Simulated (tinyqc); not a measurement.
Worked calculation: lattice vibrations of a chain. One step of it, computed by the program tinyqc.

Task: Frequencies. omega^2 are the eigenvalues; wavenumber = 521.4708 sqrt(eigenvalue) 1/cm.

D(q) (eV/(angstrom^2 u)):
```
,1,2,3,4
1,0.449132,-0.079637,0.000000,0.211107+0.083583i
2,-0.079637,0.484043,-0.286264,0.000000
3,0.000000,-0.286264,0.233784,-0.024575
4,0.211107-0.083583i,0.000000,-0.024575,0.158818
```

Give: eigenvalues; wavenumbers; weights |e|^2 of the mass-weighted modes.

Result:

eigenvalues: 0.0273  0.0464  0.5549  0.6971

wavenumbers (1/cm): 86.2  112.3  388.5  435.4

weights |e|^2 of the mass-weighted modes:
```
,mode 1,mode 2,mode 3,mode 4
atom 1,0.1998,0.0409,0.6158,0.1436
atom 2,0.0817,0.2252,0.0829,0.6102
atom 3,0.1406,0.5490,0.0838,0.2266
atom 4,0.5779,0.1849,0.2176,0.0197
```
